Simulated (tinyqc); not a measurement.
Undoped symmetric double-gate MOSFET, analytic potential model: one step of the calculation.

An undoped body of thickness ts between two equal insulators and tied gates; long channel, electrons only, n = ni exp((psi - V)/Vt) with V the quasi-Fermi potential (0 at the source, Vd at the drain), constant mobility, no quantisation. Across the body psi(x) = V - 2 Vt ln[(ts/(2 beta)) sqrt(q ni/(2 eps0 eps_r Vt)) cos(2 beta x/ts)], x from the centre. Q is the electron charge per area of the whole body.

Question. Charges and drain current. beta (between 0 and pi/2) solves (Vg - V0 - V)/(2 Vt) = ln(beta) - ln(cos beta) + 2 r beta tan(beta). Q = 8 eps0 eps_r Vt beta tan(beta)/ts; I = mu (1/L)(4 eps0 eps_r/ts)(2 Vt)^2 [g(beta_s) - g(beta_d)] per width, g = beta tan(beta) - beta^2/2 + r beta^2 tan^2(beta), with beta_s at V = 0 and beta_d at V = Vd.

Parameters, values chosen for the exercise; material values those of a made-up semiconductor:
- T = 300 K (temperature)
- eps_r = 13.4 (relative permittivity of the semiconductor)
- ts = 15 nm (body thickness)
- mu = 410 cm^2/(V s) (channel mobility)
- L = 0.2 um (gate length)
- Vd = 0.8 V (drain voltage)

Constants: q = 1.602176634e-19 C, kB = 1.380649e-23 J/K, Vt = kB T/q, eps0 = 8.8541878128e-14 F/cm where lengths are in cm. Results are converted to the units shown.

beta_s = 1.4353066
beta_d = 0.075488893
r = 0.50026667

Give: Qs; Qd; g(beta_s); g(beta_d); I.

Answer.

Qs = 1722 nC/cm^2
Qd = 0.9340 nC/cm^2
g(beta_s) = 64.95
g(beta_d) = 0.002876
I = 1126 uA/um

The term r beta^2 tan^2(beta), which gives the square law, makes up 85.4 % of g at the source.

Numbers from tinyqc (`OMP_NUM_THREADS=1 python tinyqc.py 2440110 2440111 out.jsonl`; about 0.02 s on one thread of a shared Intel Xeon 2.30GHz).
